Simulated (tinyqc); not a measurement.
# Worked calculation: gate-all-around wire, scale length and short-channel effects

Numbers from tinyqc (`OMP_NUM_THREADS=1 python tinyqc.py 2420052 2420053 out.jsonl`; about 0.01 s on one thread of a shared Intel Xeon 2.30GHz). Printed values are rounded.

A round wire of diameter ts in an insulator shell of thickness ti under a surrounding gate. Below threshold the potential that source and drain add obeys Laplace's equation and vanishes on the gate. Its lowest mode decays along the channel as exp(-k y); k is the smallest positive root of the matching condition at the interface, and the scale length is Lambda = pi/k.

Parameters, values chosen for the exercise; permittivities: semiconductor close to that of silicon, insulator close to that of hafnium oxide: temperature T = 400 K; relative permittivity of the semiconductor eps_r = 11.8; relative permittivity of the insulator ei = 21.5; insulator thickness ti = 14 nm; wire diameter ts = 8.1 nm; channel length L = 42 nm; potential of the source Vbi = 0.92 V; potential of the barrier top at threshold sT = 0.54 V; long-channel threshold VTL = 0.34 V; long-channel body factor m = 1; drain voltage Vds = 0.6 V.

Constants: q = 1.602176634e-19 C, kB = 1.380649e-23 J/K, Vt = kB T/q. Results are converted to the units shown.

## Scan of the matching condition

```
point,k (1/nm)
0,0.02125
1,0.0425
2,0.06375
3,0.085
4,0.10625
5,0.1275
6,0.14875
7,0.17
```

f(k) = ei J0(u)[J1(u) Y0(v) - Y1(u) J0(v)] - eps_r J1(u)[J0(u) Y0(v) - Y0(u) J0(v)], u = k ts/2, v = u + k ti.

```
point,f(k)
0,153.634
1,68.988
2,37.890
3,20.797
4,9.914
5,2.681
6,-2.020
7,-4.809
```

The first change of sign lies between k = 0.1275 and 0.14875 1/nm.

## Iteration 1: decay constant by Newton steps

k at the start = 0.1275 1/nm

f(k) = ei J0(u)[J1(u) Y0(v) - Y1(u) J0(v)] - eps_r J1(u)[J0(u) Y0(v) - Y0(u) J0(v)], u = k ts/2, v = u + k ti; f' by a central difference with +/- 1e-5 1/nm; k(new) = k - f/f'.

f = 2.68063
f' = -274.716 nm
k after iteration 1 = 0.137258 1/nm

## Iteration 2: decay constant by Newton steps

As before.

f = 0.251679
f' = -224.239 nm
k after iteration 2 = 0.138380 1/nm

## Course of the iteration: decay constant by Newton steps

Stop when k changes by less than 1e-10 1/nm, or after 30 iterations.

Course of the iteration:
```
iteration,k (1/nm),|change| (1/nm)
1,0.137258,9.76e-3
2,0.138380,1.12e-3
3,0.138394,1.39e-5
4,0.138394,2.10e-9
5,0.138394,< 1e-15
```

Converged in 5 iterations. At the end the number of correct digits about doubles with each step.

## Scale length against simple estimates

k = 0.138394 1/nm

Lambda = pi/k and l = 1/k. A parabolic potential across the structure gives l(parabolic) = sqrt([2 eps_r ts^2 ln(1 + 2 ti/ts) + ei ts^2]/(16 ei)).

Lambda = 22.7003 nm
l = 7.22574 nm
l(parabolic) = 3.29048 nm

The parabolic estimate is 54 % below l.

## Threshold shift, barrier position and swing

Along the channel psi(y) = s + a exp(y/l) + b exp(-y/l) with psi(0) = Vbi, psi(L) = Vbi + Vds and l = 1/k = Lambda/pi; with A = Vbi - s, B = A + Vds, x = exp(-L/l): a = (B - A x) x/(1 - x^2), b = (A - B x)/(1 - x^2). The minimum is s + 2 sqrt(a b), at y = (l/2) ln(b/a). The long-channel potential follows the gate as s = sT + (Vg - VTL)/m, and the threshold VT is the gate voltage at which the minimum equals sT. Swing = m Vt ln 10/g at threshold, g = d(minimum)/ds = 1 - (b x + a)/((1 + x) sqrt(a b)).

s at threshold = 0.464482 V
a = 0.00315174 V
b = 0.452366 V
position of the minimum = 17.9435 nm
VT = 0.264482 V
swing = 90.0824 mV/decade

The threshold lies 75.5 mV below the long-channel value, and the barrier top sits at 0.43 L from the source.
